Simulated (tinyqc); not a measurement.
Moments against temperature: two-sublattice mean-field magnet: ferrimagnet, compensation points and susceptibility. Computed by tinyqc, a small Python program. Command: `OMP_NUM_THREADS=1 python tinyqc.py 3014949 3014950 out.jsonl ferri walk`. One thread of a shared host (Intel(R) Xeon(R) Processor @ 2.30GHz), about 0.01 s of CPU time with the checks.

A random alloy A(1-x)B(x) with H = -sum over pairs J S_i.S_j. a = <S_A> and b = <S_B> are taken along z, a > 0. Exchange fields: h_A = (1 - x) zJ_AA a + x zJ_AB b, h_B = (1 - x) zJ_AB a + x zJ_BB b; a = S_A B_(S_A)(S_A h_A/(k_B T)) and likewise for b, with the Brillouin function B_S(y) = [(2S + 1)/(2S)] coth[(2S + 1) y/(2S)] - [1/(2S)] coth[y/(2S)].

Inputs (values chosen for the exercise, for a model ferrimagnet):

| quantity | value | unit |
|---|---|---|
| spin S_A | 1 | - |
| spin S_B | 3.5 | - |
| g factor g_A | 2.1 | - |
| g factor g_B | 2 | - |
| fraction x of B sites | 0.33 | - |
| z J_AA | 118 | meV |
| z J_BB | 3.4 | meV |
| z J_AB | -40 | meV |
| T over T_c | 0.76 | - |

Constants: k_B = 8.617333262e-05 eV/K.

Method:
- Linearised, T (a, b) = M (a, b) with M_ij = S_i (S_i + 1) c_j zJ_ij/(3 k_B), c_A = 1 - x, c_B = x. T_c is the larger eigenvalue, and its eigenvector gives b/a at onset, (T_c - M_AA)/M_AB.
- Repeat from a = S_A, b = -S_B until a and b change by less than 1e-10.
- Net moment m = (1 - x) g_A a + x g_B b in mu_B per site; net spin s = (1 - x) a + x b.

T_c = 830.429 K

Sublattices:

| T/T_c | T (K) | a/S_A | -b/S_B | m (mu_B) |
|---|---|---|---|---|
| 0.05 | 41.52 | 1.0000 | 0.99995 | -0.90288 |
| 0.15 | 124.56 | 1.0000 | 0.98257 | -0.86276 |
| 0.30 | 249.13 | 0.9964 | 0.90773 | -0.69495 |
| 0.45 | 373.69 | 0.9702 | 0.80784 | -0.50100 |
| 0.60 | 498.26 | 0.9026 | 0.68716 | -0.31735 |
| 0.72 | 597.91 | 0.8052 | 0.57198 | -0.18842 |
| 0.84 | 697.56 | 0.6459 | 0.42950 | -0.08332 |
| 0.92 | 763.99 | 0.4741 | 0.30221 | -0.03109 |
| 0.97 | 805.52 | 0.2969 | 0.18448 | -0.00845 |

What does the comparison show, and why?

At 0.45 T_c A keeps 0.97 and B 0.81 of saturation. |m| falls steadily, as in a ferromagnet.
